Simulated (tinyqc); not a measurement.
Plane-wave Kohn-Sham cycle with exchange-only LDA in a layered model solid, step by step. Computed by tinyqc, a small Python program that keeps every step. Settings: points = 16, plane-wave index or count = 2, electrons = 2, k points = 1, area = 37.0, mixing = 0.8, iteration cap = 67, Pulay depth = 5. Command: `OMP_NUM_THREADS=1 python tinyqc.py 26687 26688 out.jsonl` (the two numbers bound the seeds that draw the settings). One thread of a shared host (Intel(R) Xeon(R) Processor @ 2.60GHz), about 0.01 s of CPU time with the checks. Later iterations appear only in the table of the cycle.

## Iteration 1: potential

A solid whose potential varies along x alone (atomic units):
```
parameter                      value
period a                    5.900000
cross-section of the cell  37.000000
electrons per cell                 2
grid points                       16
plane waves -n..n, n               2
k points                           1
V1 in V1 cos(2 pi x/a)     -0.150000
```

density at the start, on the grid x_j = j a/N (e/bohr^3): 0.00916170  0.00916170  0.00916170  0.00916170  0.00916170  0.00916170  0.00916170  0.00916170  0.00916170  0.00916170  0.00916170  0.00916170  0.00916170  0.00916170  0.00916170  0.00916170

V_H(G) = 4 pi rho(G)/G^2 for G != 0 (uniform background); v_x = -(3 rho/pi)^(1/3); V = V_ext + V_H + v_x; Fourier components f(G_m) = (1/N) sum_j f(x_j) exp(-i G_m x_j).

Potentials on the grid (hartree):
```
x             V_ext       V_H        v_x          V
0.000000  -0.150000  0.000000  -0.206055  -0.356055
0.368750  -0.138582  0.000000  -0.206055  -0.344637
0.737500  -0.106066  0.000000  -0.206055  -0.312121
1.106250  -0.057403  0.000000  -0.206055  -0.263457
1.475000          0  0.000000  -0.206055  -0.206055
1.843750   0.057403  0.000000  -0.206055  -0.148652
2.212500   0.106066  0.000000  -0.206055  -0.099989
2.581250   0.138582  0.000000  -0.206055  -0.067473
2.950000   0.150000  0.000000  -0.206055  -0.056055
3.318750   0.138582  0.000000  -0.206055  -0.067473
3.687500   0.106066  0.000000  -0.206055  -0.099989
4.056250   0.057403  0.000000  -0.206055  -0.148652
4.425000          0  0.000000  -0.206055  -0.206055
4.793750  -0.057403  0.000000  -0.206055  -0.263457
5.162500  -0.106066  0.000000  -0.206055  -0.312121
5.531250  -0.138582  0.000000  -0.206055  -0.344637
```

V(G_m), m = 0, 1, 2, ... (hartree): -0.206055  -0.075000  0.000000  0.000000  0.000000

## Iteration 1: Hamiltonian at one k

k = 0.000000 2 pi / a

H(m,m') = (k + G_m)^2/2 delta + V(G_m - G_m'), with V(-G) = V(G).

H (hartree):
```
           -2         -1         +0         +1         +2
-2   2.062168  -0.075000   0.000000   0.000000   0.000000
-1  -0.075000   0.361001  -0.075000   0.000000   0.000000
+0   0.000000  -0.075000  -0.206055  -0.075000   0.000000
+1   0.000000   0.000000  -0.075000   0.361001  -0.075000
+2   0.000000   0.000000   0.000000  -0.075000   2.062168
```

## Iteration 1: levels at that k

Diagonalise the Hermitian matrix.

eigenvalues (hartree): -0.225323  0.357701  0.376959  2.065468  2.065478

## Iteration 1: new density

Motion across x is left out: the lowest 1 band(s) hold two electrons at each of the k points (j + 1/2)/nk - 1/2. Residual R = rho(out) - rho(in); rho(new) = rho(in) + 0.8 R. rho(out) = 2/(a A nk) sum |psi|^2 with psi = sum c exp(i G x). Harris energy E = band energy - dV sum rho (V_H/2 + v_x) + (3/4) dV sum rho v_x with rho(in), dV = a A/N, band energy = (2/nk) sum of the filled levels.

rho(out) (e/bohr^3): 0.01419939  0.01370941  0.01238360  0.01058257  0.00871993  0.00711564  0.00593917  0.00523920  0.00500882  0.00523920  0.00593917  0.00711564  0.00871993  0.01058257  0.01238360  0.01370941

density after iteration 1 (e/bohr^3): 0.01319185  0.01279987  0.01173922  0.01029839  0.00880829  0.00752485  0.00658368  0.00602370  0.00583940  0.00602370  0.00658368  0.00752485  0.00880829  0.01029839  0.01173922  0.01279987

energy per cell = -0.34761838 hartree

## Iteration 2: potential

As before.

Potentials on the grid (hartree):
```
x             V_ext        V_H        v_x          V
0.000000  -0.150000   0.041563  -0.232680  -0.341117
0.368750  -0.138582   0.038176  -0.230352  -0.330758
0.737500  -0.106066   0.028669  -0.223805  -0.301202
1.106250  -0.057403   0.014813  -0.214246  -0.256836
1.475000          0  -0.000980  -0.203370  -0.204350
1.843750   0.057403  -0.016198  -0.192970  -0.151766
2.212500   0.106066  -0.028670  -0.184564  -0.107168
2.581250   0.138582  -0.036791  -0.179175  -0.077384
2.950000   0.150000  -0.039603  -0.177329  -0.066932
3.318750   0.138582  -0.036791  -0.179175  -0.077384
3.687500   0.106066  -0.028670  -0.184564  -0.107168
4.056250   0.057403  -0.016198  -0.192970  -0.151766
4.425000          0  -0.000980  -0.203370  -0.204350
4.793750  -0.057403   0.014813  -0.214246  -0.256836
5.162500  -0.106066   0.028669  -0.223805  -0.301202
5.531250  -0.138582   0.038176  -0.230352  -0.330758
```

V(G_m), m = 0, 1, 2, ... (hartree): -0.204186  -0.068574  0.000081  0.000028  -0.000001

## Iteration 2: Hamiltonian at one k

k = 0.000000 2 pi / a

As before.

H (hartree):
```
           -2         -1         +0         +1         +2
-2   2.064037  -0.068574   0.000081   0.000028  -0.000001
-1  -0.068574   0.362870  -0.068574   0.000081   0.000028
+0   0.000081  -0.068574  -0.204186  -0.068574   0.000081
+1   0.000028   0.000081  -0.068574   0.362870  -0.068574
+2  -0.000001   0.000028   0.000081  -0.068574   2.064037
```

## Iteration 2: levels at that k

As before.

eigenvalues (hartree): -0.220365  0.360027  0.376365  2.066799  2.066801

## Iteration 2: new density

B (overlaps of the stored error matrices):
```
               1              2
1  1.6909141e-04  2.0566993e-05
2  2.0566993e-05  2.5112396e-06
```

Motion across x is left out: the lowest 1 band(s) hold two electrons at each of the k points (j + 1/2)/nk - 1/2. Residual R = rho(out) - rho(in); rho(new) = rho(in) + 0.8 R; Pulay mixing then takes sum c_i of the stored mixed densities, with c from B_ij = sum R_i R_j as in DIIS. rho(out) = 2/(a A nk) sum |psi|^2 with psi = sum c exp(i G x). Harris energy E = band energy - dV sum rho (V_H/2 + v_x) + (3/4) dV sum rho v_x with rho(in), dV = a A/N, band energy = (2/nk) sum of the filled levels.

rho(out) (e/bohr^3): 0.01377051  0.01333064  0.01213563  0.01049954  0.00878889  0.00729631  0.00618734  0.00552032  0.00529941  0.00552032  0.00618734  0.00729631  0.00878889  0.01049954  0.01213563  0.01333064

DIIS coefficients: -0.138391  1.138391

density after iteration 2 (e/bohr^3): 0.01371884  0.01328325  0.01210023  0.01048158  0.00879062  0.00731672  0.00622273  0.00556526  0.00534762  0.00556526  0.00622273  0.00731672  0.00879062  0.01048158  0.01210023  0.01328325

energy per cell = -0.34398378 hartree

## Convergence

Stop when sqrt(dV sum R^2) is below 1e-8, dV = a A/N.

Course of the cycle:
```
iteration  E (hartree)  norm of the residual
1          -0.34761838              4.80e-02
2          -0.34398378              5.85e-03
3          -0.34393440              1.15e-04
4          -0.34393444              1.04e-05
5          -0.34393444              8.43e-07
6          -0.34393444              4.69e-07
7          -0.34393444              2.29e-09
```

Converged in 7 iterations. Before convergence this energy mixes input and output and is not variational, so it may rise towards its limit.
